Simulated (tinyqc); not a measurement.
Geometry optimisation on the UHF/sto-6g surface (energies and gradients from PySCF), for H3, spin multiplicity 2, step by step. One step of it, computed by the program tinyqc.

Task: Step 1: move. Quasi-Newton step p = -H^(-1) g (first H = 0.3 times the unit matrix); steps longer than 0.1 bohr are cut back (factor 0.076 here).

positions at the start (bohr), order 1H, 2H, 3H:
$$\begin{pmatrix}
0.000000 & 0.024566 & 0.049133 \\
-0.060471 & -0.017008 & 1.893506 \\
0.000000 & 1.625164 & 0.956201
\end{pmatrix}$$

gradient (hartree/bohr), order 1H, 2H, 3H:
$$\begin{pmatrix}
0.00149566 & -0.05122293 & -0.07522879 \\
0.00796311 & 0.25583657 & -0.10099328 \\
-0.00945877 & -0.20461364 & 0.17622207
\end{pmatrix}$$

Give: positions after step 1.

Result:

positions after step 1 (bohr), order 1H, 2H, 3H:
$$\begin{pmatrix}
-0.0004 & 0.0375 & 0.0681 \\
-0.0625 & -0.0816 & 1.9190 \\
0.0024 & 1.6768 & 0.9117
\end{pmatrix}$$
